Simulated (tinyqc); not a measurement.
## Frequency dispersion of an accumulation capacitance by border traps, distributed model: effect of the insulator thickness

Traps spread evenly through the insulator exchange electrons with the semiconductor by tunnelling, with tau(x) = t0 exp(2 ka x) at depth x from the interface. The admittance per area Y seen at depth x obeys dY/dx = -Y^2/(i w eps0 eox) + q Nb ln(1 + i w tau)/tau, with Y(0) = i w Cs and w = 2 pi f; the gate sees Y(tox) = G + i w C. Working variable y = Y/(i w), in uF/cm^2. Cox = eps0 eox/tox.

Cox; trap-free value 1/(1/Cox + 1/Cs); response depth d = ln(1/(w t0))/(2 ka), where w tau = 1; lumped estimate: all traps within d act as C_bt = q Nb d placed at d/2, so C = 1/{1/[1/(1/Cs + d/(2 eps0 eox)) + C_bt] + (tox - d/2)/(eps0 eox)}. C and G from a fine integration; dispersion -d C/d log10 f over C, from f times and over 1.1. For a broad spread of time constants G/w is close to -(pi/2) dC/d ln w.

Parameters, values chosen for the exercise; permittivity close to that of silicon dioxide: relative permittivity of the insulator eox = 3.97; semiconductor capacitance in accumulation Cs = 1.8 uF/cm^2; density of border traps Nb = 8.1e19 cm^-3 eV^-1; decay constant of the wave function in the insulator ka = 4 1/nm; time constant of a trap at the interface t0 = 4e-9 s; frequency f = 100 Hz.

Constants: q = 1.602176634e-19 C, eps0 = 8.8541878128e-14 F/cm where lengths are in cm. Results are converted to the units shown.

The same in every row: d (nm) = 1.612.

Effect of the insulator thickness:
```
tox (nm)	C (uF/cm^2)	G/w (uF/cm^2)	dispersion (% a decade)	-(pi/2) dC/d ln w (uF/cm^2)	lumped C (uF/cm^2)	trap-free C (uF/cm^2)
2.1	1.732	0.1586	13.98	0.1651	1.503	0.8673
2.9	1.248	0.09090	10.58	0.09005	1.120	0.7243
4	0.8982	0.04704	7.636	0.04679	0.8293	0.5905
5.5	0.6497	0.02458	5.529	0.02450	0.6126	0.4716
7.6	0.4682	0.01275	3.986	0.01273	0.4484	0.3680
10	0.3548	0.007323	3.022	0.007314	0.3433	0.2941
14	0.2528	0.003716	2.153	0.003712	0.2469	0.2203
20	0.1766	0.001813	1.504	0.001812	0.1737	0.1601
```

As tox goes from 2.1 to 20, C falls from 1.73 to 0.177 uF/cm^2, the dispersion falls from 14.0 to 1.50 % a decade and G/w falls from 0.159 to 0.00181 uF/cm^2. The lumped estimate is 13 % below C in the first row and 1.6 % below it in the last.

Computed by the program tinyqc: `OMP_NUM_THREADS=1 python tinyqc.py 2202143 2202144 out.jsonl`, one thread of a shared Intel Xeon 2.30GHz, about 0.5 s for the whole run.
